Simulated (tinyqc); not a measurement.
Inside a calculation. Model: q-state Potts model on a small periodic square lattice: enumeration, Metropolis, heat-bath and Wolff steps. Computed by tinyqc, a small Python program that keeps every step. Command: `OMP_NUM_THREADS=1 python tinyqc.py 3112506 3112507 out.jsonl potts walk`. One thread of a shared host (Intel(R) Xeon(R) Processor @ 2.30GHz), about 0.04 s of CPU time with the checks. Intermediate numbers are printed to about 6 digits and carried at full precision; extremes and crossings named in words are read from the listed rows.

E = -J x (number of nearest-neighbour bonds with equal states); n x n sites with periodic edges have 2 n^2 bonds. Order parameter m = (q f - 1)/(q - 1), f being the largest share of one state. Sites are numbered row by row from 0. Here q = 3 and n = 3.

Inputs (values chosen for the exercise, for a model of domains or grain orientations):
```
quantity,value,unit
number of states q,3,-
edge n,3,-
coupling J,18,meV
temperature T,147,K
seed,988615,-
```

Update: Metropolis.

Constants: k_B = 8.617333262e-05 eV/K.

## Scales

K = J/(k_B T); the infinite square lattice orders at K_c = ln(1 + sqrt(q)); Wolff bond probability p = 1 - exp(-K).

K = 1.42096

K_c = 1.00505

T_c of the infinite lattice = 207.831 K

p = 0.758518

## Density of states

All q^(n^2) states are counted by their number b of equal bonds; weights g(b) exp(K b), K = J/(k_B T). Per site: u = -J <b>/n^2, c/k_B = K^2 (<b^2> - <b>^2)/n^2.

States by number of equal bonds:
```
b,g(b),probability
0,12,2.89574e-11
2,540,2.23462e-08
3,936,1.60399e-07
4,3240,2.29925e-06
5,3996,1.17431e-05
6,3348,4.07435e-05
7,3240,1.63280e-04
8,2592,5.40928e-04
9,660,5.70380e-04
10,810,2.89882e-03
11,108,1.60057e-03
12,144,8.83751e-03
14,54,5.68319e-02
18,3,9.28502e-01
```

The most probable level has b = 18 of 18 bonds.

## Exact averages

ln Z = ln sum g(b) exp(K b); entropy per site s/k_B = (ln Z - K <b>)/n^2.

<b> = 17.6722

energy u = -35.3445 meV/site

heat capacity c = 0.339299 k_B/site

entropy s = 0.182059 k_B/site

## Order parameter

The same sums with m: <m> and the Binder ratio U = 1 - <m^4>/(3 <m^2>^2).

<m> = 0.984351

Binder ratio U = 0.662797

## Eight single-site steps

start states:
```
,1,2,3
1,2,0,2
2,1,2,0
3,1,0,0
```

random numbers, one row a step:
```
,1,2,3
1,0.3484,0.9305,0.4795
2,0.6535,0.4175,0.4062
3,0.0995,0.5450,0.9667
4,0.0756,0.3211,0.2374
5,0.1980,0.2592,0.0582
6,0.4834,0.8445,0.0455
7,0.1864,0.1744,0.7343
8,0.8500,0.7563,0.0760
```

Site = floor(r1 n^2). Trial state = (old + 1 + floor(r2 (q - 1))) mod q; it is accepted if r3 < min(1, exp(K db)), db the change in equal bonds.

Steps:
```
site,old,trial,db,acceptance,new
3,1,0,0,1.00000,0
5,0,1,-2,0.05831,0
0,2,1,0,1.00000,1
0,1,2,0,1.00000,2
1,0,1,-1,0.24148,1
4,2,1,1,1.00000,1
1,1,2,1,1.00000,2
7,0,2,0,1.00000,2
```

states afterwards:
```
,1,2,3
1,2,2,2
2,0,1,0
3,1,2,0
```

## A longer run and its error bar

After 400 updates are discarded, b is recorded for 4000 sweeps of n^2 steps of the update named (random numbers not printed, so these rows are one sample). Records are averaged in blocks; the error is the scatter of block means over sqrt(number of blocks), and the last column its square over that for single records.

Blocking:
```
block length,mean b,error,variance ratio
1,17.6645,0.0196776,1.00000
4,17.6645,0.0327893,2.77666
16,17.6645,0.0453000,5.29973
40,17.6645,0.0533643,7.35460
100,17.6645,0.0524868,7.11471
```

The run gives 17.665 +/- 0.053 (blocks of 40) against the exact 17.672, a difference of 0.1 error bars. Single records understate the error by a factor of about 2.7, because successive records are correlated.

## Across the transition

m and U = 1 - <m^4>/(3 <m^2>^2) from the same sums; K = K_c T_c/T.

Exact values for this lattice:
```
T/T_c,share of equal bonds,c (k_B/site),<m>,U
0.50,0.998601,0.04719,0.998909,0.666444
0.70,0.982993,0.32242,0.985444,0.663094
0.85,0.943806,0.75234,0.947663,0.651693
0.95,0.898668,1.05149,0.900833,0.635291
1.00,0.871061,1.16200,0.871111,0.623767
1.10,0.810163,1.25683,0.803462,0.594241
1.25,0.719837,1.12255,0.699092,0.538551
1.50,0.606977,0.69923,0.563549,0.444315
2.00,0.497909,0.26539,0.429633,0.331377
3.00,0.425694,0.07972,0.343875,0.269760
```

c is largest, 1.26 k_B, at T/T_c = 1.1: on so small a lattice the transition is a broad bump. At T_c the infinite lattice has a share (1 + 1/sqrt(q))/2 = 0.789 of equal bonds, against 0.871 here. <m> stays at 0.34 at 3 T_c, since the largest share among 9 sites always exceeds 1/q on average.

Checks made by the program: number of states (relative difference below 1e-10).
